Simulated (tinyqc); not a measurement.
# Changing the fraction x of B

Model: cluster expansion of a binary alloy: correlations, fit, cross-validation and ground states. Computed by tinyqc, a small Python program. Command: `OMP_NUM_THREADS=1 python tinyqc.py 3015526 3015527 out.jsonl clex sweep`. One thread of a shared host (Intel(R) Xeon(R) Processor @ 2.30GHz), about 0.1 s of CPU time with the checks.

s = +1 for A and -1 for B. Energy per site E = J0 + J1 P(point) + sum over clusters of m V P, with P the mean product of spins; V > 0 on a pair favours unlike neighbours. Clusters per site m: pair 1 2, pair 2 2, pair 3 2, triplet 4; the triplet is two first-neighbour bonds at a right angle. Formation energies are counted from the line between pure A and pure B, which removes J0 and J1.

Inputs (values chosen for the exercise, for a model alloy): first-pair interaction V1 = 23.3 meV; second-pair interaction V2 = 7.2 meV; third-pair interaction V3 = 0.88 meV; triplet interaction Vt = 0.024 meV; temperature T = 1100 K.

Lattice: square.

Constants: k_B = 8.617333262e-05 eV/K.

Method. Random alloy: P(pair) = p^2, P(triplet) = p^3, p = 1 - 2x, so H_mix = (p^2 - 1) sum m V(pairs) + (p^3 - p) m Vt; G_mix = H_mix + k_B T [x ln x + (1 - x) ln(1 - x)]. To first order in 1/T the Warren-Cowley parameter of shell 1 is alpha_1 = -(1 - p^2) V_eff/(k_B T), V_eff = V1 + (number of triplets on a first-neighbour bond) p Vt, that number being 4.

One run for each value:
```
fraction x of B  mixing enthalpy H_mix (meV/site)  mixing free energy G_mix (meV/site)   alpha_1
0.05                                      -11.941                               -30.76  -0.04688
0.15                                      -32.042                               -72.11  -0.12572
0.25                                      -47.106                              -100.41  -0.18473
0.35                                      -57.138                              -118.51  -0.22396
0.45                                      -62.142                              -127.37  -0.24345
0.55                                      -62.123                              -127.35  -0.24325
0.65                                      -57.085                              -118.46  -0.22341
0.75                                      -47.034                              -100.34  -0.18397
0.95                                      -11.908                               -30.73  -0.04653
```

Give the missing row, fraction x of B = 0.85.

Computed row:
```
fraction x of B  mixing enthalpy H_mix (meV/site)  mixing free energy G_mix (meV/site)   alpha_1
0.85                                      -31.973                               -72.04  -0.12500
```

Interpolating between the two neighbouring rows (the first column on a logarithmic scale, the others too where they are positive) misses most in mixing free energy G_mix (meV/site), by 12 %. Over the rows, mixing enthalpy H_mix (meV/site) goes from -11.9 through a minimum among these rows, -62.1 at 0.450, to -11.9; mixing free energy G_mix (meV/site) goes from -30.8 through a minimum among these rows, -127 at 0.450, to -30.7; alpha_1 goes from -0.0469 through a minimum among these rows, -0.243 at 0.450, to -0.0465. Pairs alone give a parabola symmetric about x = 1/2; the triplet tilts it, and H_mix(0.25) - H_mix(0.75) = -0.0720 meV.

Caution (rows 0.250, 0.350, 0.450, 0.550, 0.650, 0.750): so large an alpha_1 is beyond the first-order expansion.

Extremes, crossings and ranges named in words are read from the listed rows.
